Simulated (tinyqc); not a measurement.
Free and trapped electrons in a MOS channel with a dense trap tail: free and trapped charge against gate voltage.

p-type body, charge-sheet picture, full ionisation (an idealisation for deep acceptors), Boltzmann statistics for free electrons. e = Ec - EF at the surface. Acceptor-like traps of density D(E) = D0 + De exp(-E/Ew) at depth E below Ec, from 0 to Eu, hold n_t = integral of D(E)/(1 + exp((e - E)/Vt)). psi = Eg - Vt ln(Nv/Na) - e; N_dep = sqrt(2 eps0 eps_r Na (psi - Vt)/q); n_f = sqrt(N_dep^2 + 2 eps0 eps_r Vt Nc exp(-e/Vt)/q) - N_dep; Vg = Vfb + psi + q (N_dep + n_t + n_f)/Cox, Cox = eps0 eox/tox.

Free share n_f/(n_f + n_t); swing ln 10 n_f/(dn_f/dVg); field-effect mobility mf q (dn_f/dVg)/Cox, for a constant mf; oxide field q (N_dep + n_t + n_f)/(eps0 eox).

Values chosen for this exercise; band and dielectric values close to those of 4H silicon carbide: temperature T = 400 K; band gap Eg = 3.21 eV; relative permittivity eps_r = 9.61; conduction-band density of states at T Nc = 2.59e19 cm^-3; valence-band density of states at T Nv = 3.8e19 cm^-3; relative permittivity of the insulator eox = 3.9; insulator thickness tox = 44 nm; acceptor density Na = 2.1e16 cm^-3; flat-band voltage without trapped charge Vfb = -2.89 V; constant background density of acceptor-like traps D0 = 9.9e10 cm^-2 eV^-1; density of the tail at the conduction edge De = 7.1e13 cm^-2 eV^-1; decay energy of the tail Ew = 0.13 eV; depth below Ec down to which the traps reach Eu = 0.87 eV; mobility of free electrons mf = 150 cm^2/(V s).

Constants: q = 1.602176634e-19 C, kB = 1.380649e-23 J/K, Vt = kB T/q, eps0 = 8.8541878128e-14 F/cm where lengths are in cm. Results are converted to the units shown.

Result of one run:
```
e (eV),n_f (cm^-2),n_t (cm^-2),free share (%),swing (mV/decade),field-effect mobility (cm^2/(V s)),oxide field (MV/cm)
0.2458,4.893e9,1.616e12,0.3019,2104,1.640,1.110
```

Which gate voltage Vg gave this result: 1.4, 3.1, 4.7, 9.7 or 14.7 V?

Vg = 4.7 V.

The whole series:
```
Vg (V),e (eV),n_f (cm^-2),n_t (cm^-2),free share (%),swing (mV/decade),field-effect mobility (cm^2/(V s)),oxide field (MV/cm)
1.4,0.5362,1.141e6,1.896e11,6.019e-4,332.0,0.002424,0.4261
3.1,0.3262,4.846e8,8.875e11,0.05458,1182,0.2891,0.7647
4.7,0.2458,4.893e9,1.616e12,0.3019,2104,1.640,1.110
6.4,0.1930,2.220e10,2.398e12,0.9172,3161,4.952,1.484
8.1,0.1555,6.381e10,3.165e12,1.976,4339,10.37,1.862
9.7,0.1281,1.347e11,3.861e12,3.372,5601,16.96,2.220
11.4,0.1043,2.505e11,4.563e12,5.204,7110,24.84,2.601
13.1,0.08425,4.113e11,5.222e12,7.301,8746,33.16,2.982
14.7,0.06764,6.057e11,5.801e12,9.455,1.033e4,41.33,3.342
```

n_f reaches 1e11 cm^-2 at Vg = 9.01 V, against 1.73 V without traps. The free share rises from 6.02e-4 to 9.45 % and the field-effect mobility rises from 0.00242 to 41.3 cm^2/(V s), although mf = 150 is constant: in the last row 27.6 % of Cox dVg goes into free electrons. The swing in the first row is 332 mV a decade (Vt ln 10 = 79.4). For Vg = 14.7 EF lies less than 2 Vt below the band edge, or above it, where degeneracy and confinement, left out, matter.

Numbers from tinyqc (`OMP_NUM_THREADS=1 python tinyqc.py 2222004 2222005 out.jsonl`; about 0.02 s on one thread of a shared Intel Xeon 2.30GHz).
